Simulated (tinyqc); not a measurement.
Size effects in the resistivity of thin metal films and interconnect lines: one step, computed by the program tinyqc.

Electrons lose their drift at surfaces (a share 1 - p of the hits) and at grain boundaries (reflection R), besides bulk scattering. The line sits in a trench with a non-conducting liner on both walls and the bottom; the spacing equals the drawn width.

Problem. Resistance and delay. Total: rho = rho_b [1 + surface excess + grain excess]; resistance per length rho/(w_m h_m); capacitance per length C = 2 k eps_0 (aspect ratio + 1/2), a parallel-plate estimate for two neighbours plus a fixed term for the planes above and below; delay 0.38 R C L^2; effective resistivity per drawn area.

Inputs (values chosen for the exercise, modelled on copper):

| quantity | value | unit |
|---|---|---|
| bulk resistivity rho_b | 1.69 | microohm cm |
| aspect ratio (height over width) | 1.3 | - |
| line length | 140 | micrometre |
| permittivity of the dielectric k | 2.6 | - |

Geometry: line.

rho/rho_b from surfaces = 1.266043

rho/rho_b from grains = 1.952528

metal width w_m = 108.6 nm

metal height h_m = 142.3 nm

share of the trench filled by metal = 98.24399 %

Constants: eps_0 = 8.8541878128e-12 F/m.

Give: resistivity rho; resistance per length; capacitance per length; RC delay; effective resistivity per drawn area.

Solution.

resistivity rho = 3.7494 microohm cm

resistance per length = 2.4262 ohm/micrometre

capacitance per length = 0.082875 fF/micrometre

RC delay = 1.4976 ps

effective resistivity per drawn area = 3.8164 microohm cm

Of the factor 2.26 over bulk, scattering gives 2.22 and the liner 1.02; within scattering, grain boundaries outweigh surfaces (0.95 against 0.27, grains first).
